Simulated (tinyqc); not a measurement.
Alloy A(1-x)B(x) by interpolation with bowing, step by step. Values are carried at full precision from step to step, so a last printed digit may differ when a step is redone from the rounded ones.

Each gap follows E(x) = (1 - x) E_A + x E_B - C x (1 - x); the lattice constant follows Vegard, a(x) = (1 - x) a_A + x a_B.

Constants: hc = 1239.841984 eV nm; kB = 8.617333262e-05 eV/K.

Values chosen for the exercise (A near Si, B near Ge; not measured data): a = (5.428, 5.653) angstrom (lattice constant of A, B); x = 0.56 (fraction of B); Eg = (4.228, 0.906) eV (gap at Gamma to the s-like level of A, B); EgX = (1.153, 0.933) eV (gap to the lowest valley along Gamma-X of A, B); EgL = (2.129, 0.744) eV (gap to L of A, B); C = (0.177, 0.249, 0) eV (bowing of the Gamma, X and L gaps); Dso = (0.044, 0.293) eV (spin-orbit splitting of A, B); Ep = (21.4, 26.3) eV (Kane energy of A, B); me = (0.198, 0.0376) m0 (electron mass at Gamma of A, B); Cs = 0 eV (bowing of Dso); md = (0.099, 0.81, 0.49) m0 (density-of-states masses of Gamma, all X and all L valleys); T = 300 K (temperature).

## Gaps and lattice constant at x

Also give the wavelength hc/E of the lowest gap.

a(x) = 5.5540 angstrom

linear parts (eV): Gamma 2.3677, X 1.0298, L 1.3534

bowing terms C x (1 - x) (eV): Gamma 0.0436, X 0.0614, L 0.0000

gaps (eV): Gamma 2.3241, X 0.9684, L 1.3534

wavelength of the lowest gap = 1280.2 nm

The lowest valley is X, so the gap is indirect; the next, L, lies 385 meV higher.

## Where the valleys cross

The difference of two gaps is a quadratic q2 x^2 + q1 x + q0 with q2 = C_i - C_j, q1 = (E_B - E_A - C)_i - (E_B - E_A - C)_j, q0 = E_A,i - E_A,j; give its roots between 0 and 1 (a dash: none).

Crossings:
```
pair         q2      q1      q0  first root  second root
Gamma-X  -0.072  -3.030   3.075      0.9915            -
Gamma-L   0.177  -2.114   2.099           -            -
X-L       0.249   0.916  -0.976      0.8630            -
```

The lowest valley changes at x = 0.863 (X to L, gap 0.934 eV). The other crossings lie above the lowest valley.

## Electron mass of the alloy

Mass at Gamma from the Kane formula 1/m = F + Ep (Eg + 2 Dso/3)/(Eg (Eg + Dso)). F is fixed by the masses of A and B and interpolated linearly, as is Ep; Eg and Dso carry their bowing.

Compare with the linear interpolation of the masses.

F of A, B: 0.0064  -0.0684

Ep, Eg, Dso at x (eV): 24.1440  2.3241  0.1834

m(x) from the Kane formula = 0.0990 m0
m(x) linear = 0.1082 m0

The Kane value lies 8.5 % below the linear one. The Gamma valley is not the lowest at this x.

## Shares of the electrons in the valleys

Non-degenerate: n_i proportional to md_i^(3/2) exp(-E_i/kT).

md^(3/2): Gamma 0.0311, X 0.7290, L 0.3430

(E - E_min)/kT: Gamma 52.44, X 0.00, L 14.89

shares: Gamma 0.000, X 1.000, L 0.000

X holds most electrons (100.0 %).

## Checks

- The Gamma and X gaps at their crossing x = 0.9915 (eV): both 0.9328.
- The X and L gaps at their crossing x = 0.8630 (eV): both 0.9337.

tinyqc: `OMP_NUM_THREADS=1 python tinyqc.py 1080063 1080064 out.jsonl`; about 0.01 s, one thread, shared Intel(R) Xeon(R) Processor @ 2.30GHz.
